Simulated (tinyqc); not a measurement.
Approximations against the iterative solution: electron mobility of a polar semiconductor by Rode's iterative solution of the Boltzmann equation. Computed by tinyqc, a small Python program. Command: `OMP_NUM_THREADS=1 python tinyqc.py 3014359 3014360 out.jsonl rode walk`. One thread of a shared host (Intel(R) Xeon(R) Processor @ 2.30GHz), about 0.01 s of CPU time with the checks.

The distribution is f(E) + e F l(E) (-df/dE) cos(theta) for a weak field F, theta counted from the force; l(E) is a mean free path. Elastic processes enter by their momentum rate, polar optical phonons by out- and in-scattering terms. One valley only: where upper valleys lie close, measured mobilities are lower. The density n is prescribed, even where a narrow-gap material would have more intrinsic carriers.

Inputs (values chosen for the exercise, modelled on GaSb):

| quantity | value | unit |
|---|---|---|
| effective mass m | 0.0424 | m_0 |
| non-parabolicity alpha | 1.2 | 1/eV |
| static permittivity eps_s | 15.7 | - |
| high-frequency permittivity eps_inf | 14.4 | - |
| density rho | 5610 | kg/m^3 |
| sound velocity v_l | 4260 | m/s |
| acoustic deformation potential D_A | 8.2 | eV |
| optical phonon energy hbar w | 30.4 | meV |
| electron density n | 2.6e+16 | 1/cm^3 |
| compensation ratio C | 0.62 | - |
| temperature T | 400 | K |
| grid points per phonon energy s | 8 | - |
| iteration cap | 200 | - |

Band: Kane. Elastic processes: acoustic, impurity.

Constants: k_B = 8.617333262e-05 eV/K; m_0 = 9.1093837015e-31 kg; e = 1.602176634e-19 C; hbar = 1.054571817e-34 J s; eps_0 = 8.8541878128e-12 F/m; k_B = 1.380649e-23 J/K; hbar = 6.582119569e-16 eV s.

Method:
- Kane band: hbar^2 k^2/(2 m) = E (1 + alpha E), speed v = hbar k/(m (1 + 2 alpha E)), states per spin, volume and energy g(E) = m k (1 + 2 alpha E)/(2 pi^2 hbar^2); overlap factors are set to 1. Masses are multiplied by m_0 and all formulas are in SI units.
- The reduced Fermi level eta = E_F/(k_B T) solves n = 2 Z int g f dE with f = 1/(1 + exp(x - eta)) (Z = 1 unless valleys are given); screening length L_s = sqrt(eps_s eps_0 k_B T/(e^2 dn/deta)), dn/deta = 2 Z int g f (1 - f) dE.
- Integrals over x = E/(k_B T) use 160 Gauss-Legendre points in u = sqrt(x) from 0 to sqrt(max(eta, 0) + 32).
- N_I = n (1 + C)/(1 - C).
- Phonon occupation N_q = 1/(exp(hbar w/(k_B T)) - 1).
- Acoustic deformation potential (elastic, equipartition, absorption and emission together): 1/tau = 2 pi k_B T D_A^2 g(E)/(hbar rho v_l^2).
- Singly charged impurities, momentum relaxation: 1/tau = N_I e^4 m (1 + 2 alpha E) Phi/(8 pi (eps_s eps_0)^2 hbar^3 k^3), with alpha = 0 for a parabolic band.
- Brooks-Herring: Phi = ln(1 + b) - b/(1 + b), b = 4 k^2 L_s^2.
- Polar optical, unscreened: W = e^2 w (1/eps_inf - 1/eps_s) m (1 + 2 alpha E') ln|(k + k')/(k - k')| / (4 pi eps_0 hbar^2 k), times N_q for absorption (E' = E + hbar w) and N_q + 1 for emission (E' = E - hbar w > 0), with alpha = 0 for a parabolic band; mean cosine of the angle <cos> = (k^2 + k'^2)/(2 k k') - 1/ln|(k + k')/(k - k')|.
- Energy grid E_j = (j + 1/2) hbar w/s, j = 0, 1, ..., up to (max(eta, 0) + 18) k_B T, so that E_j +/- hbar w are grid points; l = 0 beyond the grid; integrals are sums times the spacing.
- With f' = f(E'): out-scattering S_o = sum over absorption and emission of W (1 - f')/(1 - f); nu = sum of elastic rates; the in-scattering weights are c+ = W_abs <cos> (1 - f')/(1 - f) for E' = E + hbar w and c- likewise for emission.
- Iteration: l_new(E) = [v(E) + c+ l(E + hbar w) + c- l(E - hbar w)]/(nu + S_o), from l = 0.
- mu = e sum g v l f (1 - f) / (3 k_B T sum g f) over the grid; stop when mu changes by less than 1e-8 of itself.
- Self-energy RTA: l = v/(nu + S_o), the first iteration. Momentum RTA: l = v/(nu + S_o - c+ v(E + hbar w)/v - c- v(E - hbar w)/v), listed only where the denominator is positive on the whole grid. The polar-only value solves the same system with nu = 0; the elastic value takes l = v/nu.

reduced Fermi level eta = -2.69004

ionised impurity density N_I = 1.10842e+17 1/cm^3

screening length L_s = 34.2819 nm

mobility mu = 9838.82 cm^2/(V s)

Mobilities:

| method | mu (cm^2/(V s)) | deviation (%) |
|---|---|---|
| iterative solution | 9839 | 0.00 |
| self-energy RTA | 6004 | -38.98 |
| momentum RTA | 9926 | 0.89 |
| polar phonons alone, exact | 21528 | 118.81 |
| elastic processes alone | 22288 | 126.53 |
| Matthiessen's rule on the last two | 10951 | 11.30 |

self-energy RTA mobility = 6003.6 cm^2/(V s)

polar-phonon mobility = 21528 cm^2/(V s)

elastic mobility = 22288 cm^2/(V s)

error of the self-energy RTA = -38.980 %

The self-energy RTA is 39.0 % low: it counts every polar event as a full loss of current, though forward events keep part of it. Here hbar w/k_B T = 0.88. Matthiessen's rule is 11.3 % high. The momentum RTA deviates by +0.9 %.
